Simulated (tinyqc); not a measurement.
Minimum-mode following (dimer method) and harmonic rate on a two-dimensional model surface: one step, computed by the program tinyqc. Command: `OMP_NUM_THREADS=1 python tinyqc.py 3026704 3026705 out.jsonl dimer walk`. One thread of a shared host (Intel(R) Xeon(R) Processor @ 2.30GHz), about 0.01 s of CPU time with the checks.

V(x, y) = -A (cos kx + cos ky) - B cos kx cos ky + (C sin ky + S sin kx)(1 - cos kx), k = 2 pi/a; the atom hops from the minimum at (0, 0) to that at (a, 0).

Task: Dimer step 1. Dimer at R with unit axis N = (cos phi, sin phi) and normal T = (-sin phi, cos phi). Gradients g at R +/- delta N and at R +/- delta T give H N and H T by central differences, (g+ - g-)/(2 delta). With C_N = N.H N, C_T = T.H T and b = T.H N, rotate by theta = (1/2) atan2(-2b, C_T - C_N), the angle of least curvature C = (C_N + C_T)/2 - sqrt((C_N - C_T)^2/4 + b^2). Translate along F = -g + 2 (g.N) N if C < 0, else along F = (g.N) N, with the new axis: R(new) = R + eta F, the move limited to 0.2 angstrom.

Inputs (values chosen for the exercise, for a model surface):
```
quantity            value           unit
amplitude A          0.12             eV
amplitude B         0.036             eV
skew C              0.041             eV
asymmetry S        0.0064             eV
period a              3.3       angstrom
half length delta    0.02       angstrom
step factor eta      0.46  angstrom^2/eV
```

Surface: adatom on a square lattice.

R at the start (angstrom): 0.9401014  -0.0988070

phi at the start = 10 degrees

Give: C_N, C_T, b; rotation theta; phi after step 1; least curvature C; gradient g; effective force F; R after step 1.

Result:

C_N, C_T, b (eV/angstrom^2): -0.0840  0.3585  0.2575

rotation theta = -24.67 degrees

phi after step 1 = -14.67 degrees

least curvature C = -0.2022 eV/angstrom^2

gradient g (eV/angstrom): 0.2829  0.0534

effective force F (eV/angstrom): 0.2204  -0.1851

R after step 1 (angstrom): 1.042  -0.184

The curvature is negative, so the force along the axis is inverted.
